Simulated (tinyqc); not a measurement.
# Trench capacitor in an array: capacitance, non-linearity, leakage and relaxation: what changes with what

A film between two metal electrodes, each interface adding a series capacitance ci. The small-signal permittivity is ek (1 + aq E^2); the field is found with the linear permittivity. Leakage J = J0 sinh(E/Ef). After a voltage step the film passes a relaxation current kr C V tt^(-nr), tt being the time in seconds. The sidewall is a coaxial capacitor with radii a = dm/2 - t and b = dm/2, depth AR dm; the end face is left out.

Parameters, values chosen for the exercise; permittivity of the order of that of hafnium oxide: relative permittivity of the film ek = 22.6; film thickness t = 14 nm; capacitance of each electrode interface (dead layer and screening) ci = 1000 uF/cm^2; quadratic field coefficient of the permittivity aq = 0.0099 cm^2/MV^2; bias V = 1.5 V; exponent of the relaxation current nr = 0.931; strength of the relaxation kr = 0.0064; leakage prefactor J0 = 7.8e-10 A/cm^2; field for an e-fold rise of the leakage Ef = 0.49 MV/cm; diameter of the hole dm = 79 nm; aspect ratio, depth over diameter AR = 30; pitch of the square array pt = 170 nm; resistivity of the inner electrode rho = 1000 uohm cm; duration of the write pulse t0 = 1e-7 s.

Constants: eps0 = 8.8541878128e-14 F/cm where lengths are in cm. Results are converted to the units shown.

Each table varies one quantity; the others keep the values above.

## Capacitance, non-linearity and leakage against thickness

Planar film: Cf = eps0 ek/t, 1/C = 1/Cf + 2/ci, EOT = 3.9 eps0/C, effective permittivity C t/eps0, E = (V/t) C/Cf; quadratic coefficient [C(V)/C - 1]/V^2 with Cf (1 + aq E^2) in C(V).

Results:

| t (nm) | C (uF/cm^2) | EOT (nm) | effective permittivity | E (MV/cm) | quadratic coefficient (ppm/V^2) | J (A/cm^2) |
|---|---|---|---|---|---|---|
| 3 | 6.5823 | 0.52461 | 22.302 | 4.9342 | 1.0538e5 | 9.2109e-6 |
| 6.3 | 3.1562 | 1.0941 | 22.457 | 2.3659 | 24465 | 4.8752e-8 |
| 9.2 | 2.1656 | 1.5945 | 22.502 | 1.6234 | 11544 | 1.0698e-8 |
| 13 | 1.5345 | 2.2503 | 22.531 | 1.1503 | 5804.0 | 4.0421e-9 |
| 19 | 1.0510 | 3.2857 | 22.552 | 0.78781 | 2725.1 | 1.8686e-9 |
| 28 | 0.71364 | 4.8388 | 22.568 | 0.53495 | 1257.4 | 1.0311e-9 |
| 41 | 0.48758 | 7.0821 | 22.578 | 0.36550 | 587.21 | 6.3728e-10 |
| 60 | 0.33329 | 10.361 | 22.585 | 0.24983 | 274.45 | 4.1515e-10 |

Estimate the missing row, t = 4.3 nm.

Computed row:

| t (nm) | C (uF/cm^2) | EOT (nm) | effective permittivity | E (MV/cm) | quadratic coefficient (ppm/V^2) | J (A/cm^2) |
|---|---|---|---|---|---|---|
| 4.3 | 4.6107 | 0.74894 | 22.392 | 3.4562 | 52018 | 4.5118e-7 |

With this row back in the table: C falls from 6.58 to 0.333 uF/cm^2 while the effective permittivity goes from 22.3 to 22.6 (ek = 22.6). EOT is a straight line in t with slope 3.9/ek = 0.173 and intercept 0.00691 nm. The quadratic coefficient goes as t^(-1.96) between the first two rows and t^(-2.00) between the last two (-2 without interfaces), and J falls by 4.35 decades. For t = 3 direct tunnelling, left out, would add to the leakage.

## Cell against the film thickness

Per length 1/c = ln(b/a)/(2 pi eps0 ek) + (1/a + 1/b)/(2 pi ci); cell capacitance c AR dm; per footprint over pt^2; fields c V/(2 pi eps0 ek r) at r = a and b; resistance of the inner electrode rho AR dm/(pi a^2); time constant R C/3 of the distributed line.

Cell against the film thickness:

| t (nm) | cell capacitance (fF) | per footprint (uF/cm^2) | field at a (MV/cm) | field at b (MV/cm) | R (kohm) | R C/3 (ps) |
|---|---|---|---|---|---|---|
| 4.7 | 23.322 | 80.700 | 3.3737 | 2.9722 | 6.2293 | 48.428 |
| 6.3 | 17.041 | 58.965 | 2.5838 | 2.1717 | 6.8442 | 38.877 |
| 8.5 | 12.239 | 42.350 | 1.9874 | 1.5598 | 7.8501 | 32.026 |
| 11 | 9.0957 | 31.473 | 1.6066 | 1.1592 | 9.2877 | 28.159 |
| 15 | 6.2215 | 21.528 | 1.2783 | 0.79287 | 12.568 | 26.064 |
| 21 | 3.9202 | 13.565 | 1.0667 | 0.49959 | 22.042 | 28.803 |
| 28 | 2.4104 | 8.3406 | 1.0551 | 0.30719 | 57.043 | 45.833 |

As t goes from 4.7 to 28, the cell capacitance falls from 23.3 to 2.41 fF, the capacitance per footprint falls from 80.7 to 8.34 uF/cm^2, the ratio of the two fields rises from 1.14 to 3.43 and R C/3 goes from 48.4 through a minimum of 26.1 (at t = 15 among the rows listed) to 45.8 ps; the time constant goes as t^(-0.75) between the first two rows and t^(1.61) between the last two.

## Charge lost after writing

Planar film: Cf = eps0 ek/t, 1/C = 1/Cf + 2/ci, EOT = 3.9 eps0/C, effective permittivity C t/eps0, E = (V/t) C/Cf. A capacitor written for t0 and then left open loses, as a share of C V, kr (tt^(1 - nr) - t0^(1 - nr))/(1 - nr) by relaxation and J tt/(C V) by leakage; both are taken as small, and rows far outside that range are left out.

The same in every row: leakage current (nA/cm^2) = 3.407.

Results:

| tt (s) | relaxation current (nA/cm^2) | loss by relaxation (%) | loss by leakage (%) | total loss (%) |
|---|---|---|---|---|
| 1e-6 | 5.274e6 | 0.5252 | 1.594e-7 | 0.5252 |
| 1e-5 | 6.182e5 | 1.141 | 1.594e-6 | 1.141 |
| 0.001 | 8495 | 2.709 | 1.594e-4 | 2.709 |
| 0.01 | 995.8 | 3.700 | 0.001594 | 3.702 |
| 0.1 | 116.7 | 4.863 | 0.01594 | 4.879 |
| 1 | 13.68 | 6.225 | 0.1594 | 6.385 |
| 10 | 1.604 | 7.822 | 1.594 | 9.416 |

Estimate the missing row, tt = 0.0001 s.

Computed row:

| tt (s) | relaxation current (nA/cm^2) | loss by relaxation (%) | loss by leakage (%) | total loss (%) |
|---|---|---|---|---|
| 0.0001 | 7.247e4 | 1.863 | 1.594e-5 | 1.863 |

With this row back in the table: The two currents are equal at tt = 4.45 s. The loss by relaxation grows from 0.525 to 7.82 %, by 0.616 points over the first decade and 1.60 over the last, while the loss by leakage grows tenfold a decade. Relaxation is the larger loss in every row.

tinyqc, about 0.01 s, one thread, Intel Xeon 2.30GHz (shared host): `OMP_NUM_THREADS=1 python tinyqc.py 2102176 2102177 out.jsonl`
